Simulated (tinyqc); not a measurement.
Thermal displacements in the Debye model: Debye-Waller factors, bond-length spread and the Lindemann rule. Changing the gamma-ray energy E. Computed by tinyqc, a small Python program. Command: `OMP_NUM_THREADS=1 python tinyqc.py 3002871 3002872 out.jsonl debyewaller sweep`. One thread of a shared host (Intel(R) Xeon(R) Processor @ 2.30GHz), about 0.01 s of CPU time with the checks.

A Debye spectrum with three branches of one velocity, cut at k_B Theta; 2 atoms per cube, nearest neighbours at d = 0.866025 a.

Inputs (values chosen for the exercise, modelled on tungsten): atomic mass M = 183.84 u; Debye temperature Theta = 325 K; temperature T = 450 K.

Structure: bcc.

Constants: hbar^2/u = 4.18015928e-03 eV angstrom^2; k_B = 8.617333262e-05 eV/K; e = 1.602176634e-19 C; u = 1.6605390666e-27 kg; c = 299792458 m/s; hbar = 6.582119569e-16 eV s.

Method:
- <u_x^2> = (3 hbar^2/(2 M k_B Theta)) int_0^1 s coth(s Theta/(2T)) ds (64 Gauss-Legendre points); it tends to 3 hbar^2/(4 M k_B Theta) at T = 0 and to 3 hbar^2 T/(M k_B Theta^2) at high T.
- B = 8 pi^2 <u_x^2>.
- A nucleus of this mass is supposed to emit a gamma ray of the energy chosen: recoil energy E_R = E^2/(2 M c^2), wave number k_g = E/(hbar c), recoil-free fraction f = exp(-k_g^2 <u_x^2>).

One run for each value:
```
gamma-ray energy E (keV)  recoil-free fraction f  recoil energy (meV)  k_g (1/angstrom)
4.0                                      0.98604           4.6716e-02             2.027
6.0                                      0.96887           1.0511e-01             3.041
10.0                                     0.91589           2.9198e-01             5.068
14.4                                     0.83345           6.0545e-01             7.298
22.0                                     0.65361           1.4132e+00            11.149
35.0                                     0.34086           3.5767e+00            17.737
50.0                                     0.11119           7.2994e+00            25.339
70.0                                     0.01350           1.4307e+01            35.474
```

What does the table show, and why?

Over the rows, recoil-free fraction f falls from 0.986 to 0.0135 (exponent d ln y / d ln x -0.043 between the first rows and -6.3 between the last); recoil energy (meV) rises from 0.0467 to 14.3 (exponent d ln y / d ln x about 2.0 throughout); k_g (1/angstrom) rises from 2.03 to 35.5 (exponent d ln y / d ln x about 1.0 throughout). ln f goes as -E^2, so only low-energy gamma rays leave without recoil at this T.
